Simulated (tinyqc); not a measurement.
Speciation in dilute and buffered hydrofluoric acid, oxide etch rate and bath loading: one step, computed by the program tinyqc. Command: `OMP_NUM_THREADS=1 python tinyqc.py 3120067 3120068 out.jsonl hfetch walk`. One thread of a shared host (Intel(R) Xeon(R) Processor @ 2.30GHz), about 0.01 s of CPU time with the checks.

Concentrations stand for activities, NH4+ and Cl- are spectators, and water ionisation is neglected. H, F and HF2 denote the ions H+, F- and HF2-. The base temperature is 298 K.

Problem. One trial. Fluoride balance: [HF] + [F] + 2 [HF2] + 2 [H2F2] = HF added + NH4F added. Acid balance: [H] + [HF] + [HF2] + 2 [H2F2] = HF added + HCl added. For a trial [H], [HF] = [H][F]/K1, and the fluoride balance is a quadratic in [F]. Take pH = 3. The residual is the left side of the acid balance less the right.

Inputs (values chosen for the exercise, of the order of those for thermal oxide at room temperature):

| quantity | value | unit |
|---|---|---|
| HF added | 0.039 | mol/L |
| NH4F added | 0 | mol/L |
| HCl added | 0.022 | mol/L |
| K1 = [H][F]/[HF] | 0.000654 | mol/L |
| K2 = [HF2]/([HF][F]) | 4.2 | L/mol |
| K3 = [H2F2]/[HF]^2 | 2.98 | L/mol |

Give: [F]; [HF]; [HF2]; [H2F2]; residual.

Solution.

[F] = 0.01349 mol/L

[HF] = 0.02063 mol/L

[HF2] = 0.001169 mol/L

[H2F2] = 0.001268 mol/L

residual = -0.03566 mol/L

The residual is negative, so the pH lies below 3.
